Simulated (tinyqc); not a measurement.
# Semiconductor laser, carrier and photon rate equations: light against current through threshold

Carrier density N and photon density S in one mode: dN/dt = F1 = eta I/(q V) - (A N + B N^2 + C N^3) - vg g S; dS/dt = F2 = G vg g S + G be B N^2 - S/tp, with g = g0 ln(N/Ntr)/(1 + ec S). Output power P = Fo Eph S V/(G tp). No heating, no carrier transport.

gth = 1/(G vg tp), Nth = Ntr exp(gth/g0), Ith = q V (A Nth + B Nth^2 + C Nth^3)/eta. N and S are the steady state (F1 = F2 = 0, S > 0).

Parameters, values chosen for the exercise:
- V = 3.9e-12 cm^3 (active volume)
- G = 0.11 (confinement factor)
- vg = 7.7e9 cm/s (group velocity)
- g0 = 2000 1/cm (gain coefficient)
- Ntr = 1.7e18 cm^-3 (transparency density)
- ec = 2.4e-17 cm^3 (gain compression)
- tp = 2.2 ps (photon lifetime)
- A = 8.1e7 1/s (defect recombination coefficient)
- B = 9.6e-11 cm^3/s (radiative coefficient)
- C = 2.3e-29 cm^6/s (Auger coefficient)
- be = 0.00035 (share of spontaneous emission into the mode)
- eta = 0.87 (injection efficiency)
- Fo = 0.65 (share of cavity losses that is output)
- Eph = 0.95 eV (photon energy)

Constants: q = 1.602176634e-19 C. Results are converted to the units shown.

Light against current through threshold:

| I (mA) | N/Nth | S (cm^-3) | P (mW) | share of carriers lost by stimulated emission (%) |
|---|---|---|---|---|
| 0.13 | 0.42414 | 2.2619e9 | 3.6064e-6 | -0.011342 |
| 0.33 | 0.71160 | 1.6050e10 | 2.5590e-5 | -0.0038685 |
| 0.52 | 0.89584 | 7.8680e10 | 1.2545e-4 | 0.026497 |
| 0.62 | 0.97544 | 4.1255e11 | 6.5778e-4 | 0.17918 |
| 0.72 | 0.99969 | 2.3214e13 | 0.037012 | 9.5521 |
| 0.98 | 1.0006 | 1.1040e14 | 0.17601 | 33.420 |
| 1.3 | 1.0014 | 2.1788e14 | 0.34739 | 49.732 |
| 2 | 1.0029 | 4.5303e14 | 0.72232 | 67.221 |
| 3.3 | 1.0057 | 8.8976e14 | 1.4186 | 80.017 |

Ith is 0.652 mA. The power rises by a factor of 295 between 0.52 and 0.72 mA, while N/Nth goes only from 0.896 to 1.00. Above threshold N is nearly clamped, reaching 1.006 Nth in the last row through gain compression, and the slope between the last two rows is 0.536 W/A, against Fo eta Eph/q = 0.537 W/A. At I = 0.13 mA N is far below Ntr, where the logarithmic gain law overstates the absorption.

Computed by the program tinyqc: `OMP_NUM_THREADS=1 python tinyqc.py 2840101 2840102 out.jsonl`, one thread of a shared Intel Xeon 2.30GHz, about 0.01 s for the whole run.
